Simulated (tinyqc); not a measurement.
# Van der Pauw, Hall and four-point-probe measurements on a doped layer: correction factor against the shape of the sample

A uniform n-type layer with sheet resistance Rs = 1/(q ns mu), point contacts, low field (mu B small).

Rs = 1/(q ns mu). For a rectangle with contacts at the corners, RA = (8 Rs/pi) sum_(k>=0) ln coth((2k + 1) pi a/(2 b)) with current along a short side b and voltage along the opposite one, RB the same with a and b exchanged. ar = a/b. F = Rs/[(pi/ln 2)(RA + RB)/2]; small-asymmetry estimate 1 - (ln 2/2) d^2 - ((ln 2)^2/4 - (ln 2)^3/12) d^4 with d = (RB - RA)/(RB + RA).

Parameters, values chosen for the exercise:
```
symbol,value,unit,meaning
ns,1e13,cm^-2,sheet density of the layer
mu,880,cm^2/(V s),drift mobility
```

Constants: q = 1.602176634e-19 C. Results are converted to the units shown.

Results:
```
ar    RA (ohm)  RB (ohm)  RB/RA       F  estimate of F
1        156.5     156.5  1.000   1.000          1.000
1.23     75.83     283.2  3.734  0.8718         0.8741
1.46     36.80     427.7  11.62  0.6738         0.7082
1.69     17.86     581.6  32.55  0.5221         0.6213
1.91     8.950     733.2  81.92  0.4217         0.5862
2.14     4.345     894.0  205.8  0.3484         0.5713
2.6      1.024      1219   1190  0.2566         0.5628
```

Estimate the missing row, ar = 2.37.

Computed row:
```
ar    RA (ohm)  RB (ohm)  RB/RA       F  estimate of F
2.37     2.110      1056  500.6  0.2958         0.5653
```

With this row back in the table: RB/RA rises from 1.00 to 1190 and F falls from 1.00 to 0.257. The estimate is 5.1 % above F at a/b = 1.46 and 2.19 times it in the last row. RA shrinks about as exp(-pi a/b): by a factor of 2.06 between the last two rows, against 2.06.

tinyqc, about 0.01 s, one thread, Intel Xeon 2.30GHz (shared host): `OMP_NUM_THREADS=1 python tinyqc.py 2850173 2850174 out.jsonl`
